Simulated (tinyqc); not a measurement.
Energy conservation against the time step: molecular dynamics of a small cluster by velocity Verlet steps. Computed by tinyqc, a small Python program. Command: `OMP_NUM_THREADS=1 python tinyqc.py 3012203 3012204 out.jsonl verlet walk`. One thread of a shared host (Intel(R) Xeon(R) Processor @ 2.30GHz), about 0.2 s of CPU time with the checks.

E = sum_i {sum_j A exp(-p (r_ij/r0 - 1)) - xi sqrt(rho_i)}, rho_i = sum_j exp(-2 q (r_ij/r0 - 1)); the force on i is -sum_j w_ij (R_i - R_j)/r_ij with w_ij = -(2p/r0) A exp(-p (r_ij/r0 - 1)) + (xi q/r0) exp(-2 q (r_ij/r0 - 1)) (rho_i^(-1/2) + rho_j^(-1/2)).

Inputs (values chosen for the exercise, for model atoms):
```
quantity       value      unit
length r0       2.98  angstrom
repulsion A    0.095        eV
hopping xi      1.15        eV
decay p         11.7         -
decay q         3.36         -
atomic mass M    100         u
time step dt     4.8        fs
steps            200         -
```

Potential: Gupta.

starting positions (angstrom):
```
            x     y      z
atom 1  -0.06  0.04      0
atom 2   2.78  0.06   0.05
atom 3   1.45  2.43  -0.11
atom 4   1.46   0.8   2.23
```

starting velocities (angstrom/fs):
```
               x         y         z
atom 1  -0.00274  -0.00115   -0.0011
atom 2   0.00179  -0.00069   0.00157
atom 3    0.0011   0.00087  -0.00244
atom 4  -0.00015   0.00097   0.00197
```

Constants: 1 eV/(angstrom u) = 9.648533212e-03 angstrom/fs^2; k_B = 8.617333262e-05 eV/K.

Method:
- Relax the cluster, diagonalise the Hessian (central differences): omega_max = sqrt(c lambda_max/M). Verlet steps are stable for omega_max dt < 2.
- Velocity Verlet: a = c F/M with c = 9.648533212e-3 angstrom/fs^2 per eV/(angstrom u); R(new) = R + v dt + a dt^2/2; v(new) = v + (a + a(new)) dt/2. Kinetic energy K = M v^2/(2c); temperature T = 2K/((3N - 3) k_B), rotation of the cluster included.
- Runs without thermostat over the same span of time, steps x dt; spread = largest minus smallest value. For contrast, the energy gained over the first 30 dt (dt of the inputs) by explicit Euler steps: R(new) = R + v dt, v(new) = v + a dt.

omega_max dt = 0.222111

Energy error (eV):
```
dt (fs)  omega_max dt  Verlet, spread of U + K  Euler, gain in U + K
0.6           0.02776               2.6001e-05                0.0253
1.2           0.05553               1.0407e-04                0.0549
2.4           0.11106               4.1675e-04                0.1306
4.8           0.22211               1.6849e-03                0.3816
9.6           0.44422               6.8220e-03                1.8190
14.4          0.66633               1.5070e-02                7.2216
```

What follows from these numbers?

The Verlet error grows as dt^2.00 between the first rows, the second order of the method. Euler steps gain energy steadily: over that short span the gain in the first row is already 970 times the Verlet spread of the whole run, and it grows as dt^1.12, tending to the first order of that method as dt shrinks. Caution: where the Euler gain approaches or exceeds the binding energy the cluster has blown apart.

Extremes, crossings and ranges named in words are read from the listed rows.
